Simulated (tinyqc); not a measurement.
Alloy A(1-x)B(x) by interpolation with bowing: sweeps and comparisons. A value that a table varies takes the place of the one given here.

Each gap follows E(x) = (1 - x) E_A + x E_B - C x (1 - x); the lattice constant follows Vegard, a(x) = (1 - x) a_A + x a_B.

Mass at Gamma from the Kane formula 1/m = F + Ep (Eg + 2 Dso/3)/(Eg (Eg + Dso)). F is fixed by the masses of A and B and interpolated linearly, as is Ep; Eg and Dso carry their bowing.

Constants: hc = 1239.841984 eV nm.

Parameters, chosen for this exercise (A near Ge, B near Si; shifted at random, so the results belong to these values and not to a real crystal): a = (5.658, 5.432) angstrom (lattice constant of A, B); Eg = (0.908, 4.192) eV (gap at Gamma to the s-like level of A, B); EgX = (0.939, 1.163) eV (gap to the lowest valley along Gamma-X of A, B); EgL = (0.734, 2.069) eV (gap to L of A, B); C = (0.172, 0.209, 0) eV (bowing of the Gamma, X and L gaps); Dso = (0.292, 0.044) eV (spin-orbit splitting of A, B); Ep = (26.6, 21.6) eV (Kane energy of A, B); me = (0.038, 0.1982) m0 (electron mass at Gamma of A, B); Cs = 0 eV (bowing of Dso); x = 0.06 (fraction of B).

## Gaps across the alloy

Eleven compositions.

Gaps (eV):
```
x    a (angstrom)  Gamma      X      L  lowest  wavelength (nm)
0.0        5.6580  0.908  0.939  0.734       L             1689
0.1        5.6354  1.221  0.943  0.868       L             1429
0.2        5.6128  1.537  0.950  1.001       X             1305
0.3        5.5902  1.857  0.962  1.135       X             1288
0.4        5.5676  2.180  0.978  1.268       X             1267
0.5        5.5450  2.507  0.999  1.401       X             1241
0.6        5.5224  2.837  1.023  1.535       X             1212
0.7        5.4998  3.171  1.052  1.669       X             1179
0.8        5.4772  3.508  1.085  1.802       X             1143
0.9        5.4546  3.848  1.122  1.935       X             1105
1.0        5.4320  4.192  1.163  2.069       X             1066
```

The lowest valley changes at x = 0.159 (L to X, gap 0.947 eV). The Gamma gap is monotonic, since its bowing (0.172 eV) is smaller than the difference of the end gaps (3.284 eV); at x = 0.5 bowing lowers it by C/4 = 0.043 eV.

## Three ways to interpolate a mass

Linear in m, linear in 1/m, and the Kane formula.

Masses (m0):
```
x      Eg (eV)  linear in m  linear in 1/m    Kane  Kane m/Eg (1/eV)
0.000    0.908       0.0380         0.0380  0.0380            0.0419
0.125    1.300       0.0580         0.0423  0.0545            0.0420
0.250    1.697       0.0780         0.0476  0.0721            0.0425
0.375    2.099       0.0981         0.0545  0.0907            0.0432
0.500    2.507       0.1181         0.0638  0.1103            0.0440
0.625    2.920       0.1381         0.0768  0.1309            0.0448
0.750    3.339       0.1582         0.0965  0.1525            0.0457
0.875    3.763       0.1782         0.1298  0.1750            0.0465
1.000    4.192       0.1982         0.1982  0.1982            0.0473
```

At x = 0.5 the three give 0.1181, 0.0638 and 0.1103; judged by the largest distance, the Kane value is closer to the interpolation in m (largest distances 0.0078 m0 from the rule in m, 0.0560 m0 from the rule in 1/m). The ratio m/Eg varies by a factor of 1.13 while the gap varies by 4.62; a constant ratio is the two-band rule m = Eg/Ep at fixed Ep.

## What each parameter does

Gaps at x and the Kane mass. Each row changes one parameter from the base and keeps the others.

Results:
```
case                        Gamma (eV)  X (eV)  L (eV)  mass (m0)
base                            1.0953  0.9407  0.8141     0.0458
x = 0.02                        0.9703  0.9394  0.7607     0.0406
C = (0.272, 0.309, 0.1) eV      1.0897  0.9350  0.8085     0.0456
Eg = (0.953, 4.192) eV          1.1376  0.9407  0.8141     0.0451
EgX = (0.939, 1.105) eV         1.0953  0.9372  0.8141     0.0458
EgL = (0.697, 2.069) eV         1.0953  0.9407  0.7793     0.0458
Ep = (29.3, 23.8) eV            1.0953  0.9407  0.8141     0.0465
Cs = 0.05 eV                    1.0953  0.9407  0.8141     0.0458
```

The largest shifts from the base row, up to three for each result and ties (the steps differ in size, so this ranks the rows, not the parameters). Gamma (eV): x -0.1250, Eg +0.0423, C -0.0056; unchanged at the printed digits by EgX, EgL, Ep and Cs. X (eV): C -0.0056, EgX -0.0035, x -0.0013; unchanged at the printed digits by Eg, EgL, Ep and Cs. L (eV): x -0.0534, EgL -0.0348, C -0.0056; unchanged at the printed digits by Eg, EgX, Ep and Cs. mass (m0): x -0.0052, Ep +0.0007, Eg -0.0007; unchanged at the printed digits by EgX, EgL and Cs.

tinyqc: `OMP_NUM_THREADS=1 python tinyqc.py 1050164 1050165 out.jsonl`; about 0.01 s, one thread, shared Intel(R) Xeon(R) Processor @ 2.30GHz.
